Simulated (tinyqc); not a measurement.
# Gain of the pnp from the holding current

Inverse problem. On state with both base-emitter voltages at Von: npn base current Ib = (Von/Rs + bp Von/Rw)/(bn bp - 1), holding current Ih = (bn + 1) Ib + Von/Rs. Find bp.

Parameters, values chosen for the exercise:
- bn = 10.2 (current gain of the npn)
- Rs = 1100 ohm (substrate resistance shunting the npn)
- Rw = 1700 ohm (well resistance shunting the pnp)
- Von = 0.71 V (base-emitter voltage in the on state)

Ih = 1.3076407 mA

Solution. Ih gives Ib, and Ib (bn bp - 1) = Von/Rs + bp Von/Rw is linear in bp.

bp = 3.800

Computed by the program tinyqc: `OMP_NUM_THREADS=1 python tinyqc.py 2670143 2670144 out.jsonl`, one thread of a shared Intel Xeon 2.30GHz, about 0.07 s for the whole run.
